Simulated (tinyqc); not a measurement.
Composition and strain of an epitaxial Si(1-x)Ge(x) layer from Raman and X-ray peaks: one step, computed by the program tinyqc. Command: `OMP_NUM_THREADS=1 python tinyqc.py 3007599 3007600 out.jsonl epiraman walk`. One thread of a shared host (Intel(R) Xeon(R) Processor @ 2.30GHz), about 0.01 s of CPU time with the checks.

A (001) layer, biaxially strained in the plane. The Raman peaks follow empirical lines omega = w0 + c1 x + c3 x^3 + b eps (c3 for Si-Ge alone), with eps the in-plane strain.

Question. Raman peaks. Insert x and eps in the three lines; the strain part is b eps.

Inputs (values chosen for the exercise, modelled on silicon-germanium):

| quantity | value | unit |
|---|---|---|
| Ge fraction x | 0.57 | - |
| Si-Si: w0 | 520.5 | 1/cm |
| Si-Si: c1 | -67.5 | 1/cm |
| Si-Si: strain coefficient b | -726 | 1/cm |
| Si-Ge: w0 | 399.8 | 1/cm |
| Si-Ge: c1 | 25.4 | 1/cm |
| Si-Ge: c3 | -33.3 | 1/cm |
| Si-Ge: strain coefficient b | -532 | 1/cm |
| Ge-Ge: w0 | 280.1 | 1/cm |
| Ge-Ge: c1 | 20.3 | 1/cm |
| Ge-Ge: strain coefficient b | -428 | 1/cm |

Substrate: silicon.

in-plane strain eps = -16.64431 per mille

Give: Si-Si peak; Si-Ge peak; Ge-Ge peak; strain parts.

Answer.

Si-Si peak = 494.1 1/cm

Si-Ge peak = 417.0 1/cm

Ge-Ge peak = 298.8 1/cm

strain parts (1/cm): Si-Si 12.08, Si-Ge 8.85, Ge-Ge 7.12

Read as unstrained, the Si-Si peak would give x = 0.391 in place of 0.57.
